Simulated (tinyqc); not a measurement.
Alloy A(1-x)B(x) by interpolation with bowing: one step. Gaps and lattice constant at x. Five cases, with inputs chosen for the exercise.

Question. Also give the wavelength hc/E of the lowest gap.

Each gap follows E(x) = (1 - x) E_A + x E_B - C x (1 - x); the lattice constant follows Vegard, a(x) = (1 - x) a_A + x a_B.

Constants: hc = 1239.841984 eV nm.

Case 1.

Values chosen (A near Si, B near Ge; the results hold for these values, not for the real material): a = (5.428, 5.653) angstrom (lattice constant of A, B); x = 0.21 (fraction of B); Eg = (4.221, 0.895) eV (gap at Gamma to the s-like level of A, B); EgX = (1.169, 0.917) eV (gap to the lowest valley along Gamma-X of A, B); EgL = (2.079, 0.745) eV (gap to L of A, B); C = (0.274, 0.181, 0) eV (bowing of the Gamma, X and L gaps).

Case 2.

Values chosen (A near GaP, B near InP; the results hold for these values, not for the real material): a = (5.452, 5.867) angstrom (lattice constant of A, B); x = 0.77 (fraction of B); Eg = (2.896, 1.417) eV (gap at Gamma to the s-like level of A, B); EgX = (2.366, 2.391) eV (gap to the lowest valley along Gamma-X of A, B); EgL = (2.744, 2.036) eV (gap to L of A, B); C = (0.706, 0.294, 0.934) eV (bowing of the Gamma, X and L gaps).

Case 3.

Values chosen (A near Ge, B near Si; the results hold for these values, not for the real material): a = (5.658, 5.432) angstrom (lattice constant of A, B); x = 0.06 (fraction of B); Eg = (0.908, 4.192) eV (gap at Gamma to the s-like level of A, B); EgX = (0.939, 1.163) eV (gap to the lowest valley along Gamma-X of A, B); EgL = (0.734, 2.069) eV (gap to L of A, B); C = (0.172, 0.209, 0) eV (bowing of the Gamma, X and L gaps).

Case 4.

Values chosen (A near GaSb, B near GaAs; the results hold for these values, not for the real material): a = (6.1, 5.654) angstrom (lattice constant of A, B); x = 0.48 (fraction of B); Eg = (0.805, 1.499) eV (gap at Gamma to the s-like level of A, B); EgX = (1.137, 1.966) eV (gap to the lowest valley along Gamma-X of A, B); EgL = (0.883, 1.821) eV (gap to L of A, B); C = (1.219, 1.084, 1.361) eV (bowing of the Gamma, X and L gaps).

Case 5.

Values chosen (A near InAs, B near InSb; the results hold for these values, not for the real material): a = (6.053, 6.472) angstrom (lattice constant of A, B); x = 0.77 (fraction of B); Eg = (0.419, 0.238) eV (gap at Gamma to the s-like level of A, B); EgX = (1.42, 0.629) eV (gap to the lowest valley along Gamma-X of A, B); EgL = (1.142, 0.943) eV (gap to L of A, B); C = (0.644, 0.743, 0.646) eV (bowing of the Gamma, X and L gaps).

Give: a(x); linear parts; bowing terms C x (1 - x); gaps; wavelength of the lowest gap.

Answer.

Case 1.

a(x) = 5.4752 angstrom

linear parts (eV): Gamma 3.5225, X 1.1161, L 1.7989

bowing terms C x (1 - x) (eV): Gamma 0.0455, X 0.0300, L 0.0000

gaps (eV): Gamma 3.4771, X 1.0861, L 1.7989

wavelength of the lowest gap = 1141.6 nm

The lowest valley is X, so the gap is indirect; the next, L, lies 713 meV higher.

Case 2.

a(x) = 5.7716 angstrom

linear parts (eV): Gamma 1.7572, X 2.3853, L 2.1988

bowing terms C x (1 - x) (eV): Gamma 0.1250, X 0.0521, L 0.1654

gaps (eV): Gamma 1.6321, X 2.3332, L 2.0334

wavelength of the lowest gap = 759.6 nm

The lowest valley is Gamma, so the gap is direct; the next, L, lies 401 meV higher.

Case 3.

a(x) = 5.6444 angstrom

linear parts (eV): Gamma 1.1050, X 0.9524, L 0.8141

bowing terms C x (1 - x) (eV): Gamma 0.0097, X 0.0118, L 0.0000

gaps (eV): Gamma 1.0953, X 0.9407, L 0.8141

wavelength of the lowest gap = 1523.0 nm

The lowest valley is L, so the gap is indirect; the next, X, lies 127 meV higher.

Case 4.

a(x) = 5.8859 angstrom

linear parts (eV): Gamma 1.1381, X 1.5349, L 1.3332

bowing terms C x (1 - x) (eV): Gamma 0.3043, X 0.2706, L 0.3397

gaps (eV): Gamma 0.8339, X 1.2644, L 0.9935

wavelength of the lowest gap = 1486.9 nm

The lowest valley is Gamma, so the gap is direct; the next, L, lies 160 meV higher.

Case 5.

a(x) = 6.3756 angstrom

linear parts (eV): Gamma 0.2796, X 0.8109, L 0.9888

bowing terms C x (1 - x) (eV): Gamma 0.1141, X 0.1316, L 0.1144

gaps (eV): Gamma 0.1656, X 0.6793, L 0.8744

wavelength of the lowest gap = 7488.0 nm

The lowest valley is Gamma, so the gap is direct; the next, X, lies 514 meV higher.

Computed by tinyqc, one run a case: `OMP_NUM_THREADS=1 python tinyqc.py N N+1 out.jsonl` with N = 1050008, 1050024, 1050164, 1050206, 1050219; one thread of a shared Intel(R) Xeon(R) Processor @ 2.30GHz, about 0.01 s a run at most.
